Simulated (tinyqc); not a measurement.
Inside a calculation. Method: one-electron ion in a basis of Gaussians. One step of it, computed by the program tinyqc.

Question. Generalised eigenproblem. Solve H C = S C e through S^(-1/2); each column has its largest component positive (the first on a tie).

H = T + V (hartree), lower triangle:
```
           1          2          3
1  -0.174587
2  -0.139620  -0.205138
3  -0.060993  -0.157828  -0.008905
```

S, lower triangle:
```
          1         2         3
1  1.000000
2  0.558792  1.000000
3  0.130588  0.558871  1.000000
```

Give: eigenvalues of S; eigenvalues; coefficients.

Answer.

eigenvalues of S: 0.272  0.869  1.858

eigenvalues (hartree): -0.221  -0.117  0.200

coefficients:
```
       1       2       3
1  0.343   1.115   0.450
2  0.679  -0.756  -1.096
3  0.161  -0.175   1.228
```

For Z = 2 and l = 2 the exact lowest level is -Z^2/(2 n^2) with n = l + 1: -0.222222 hartree.
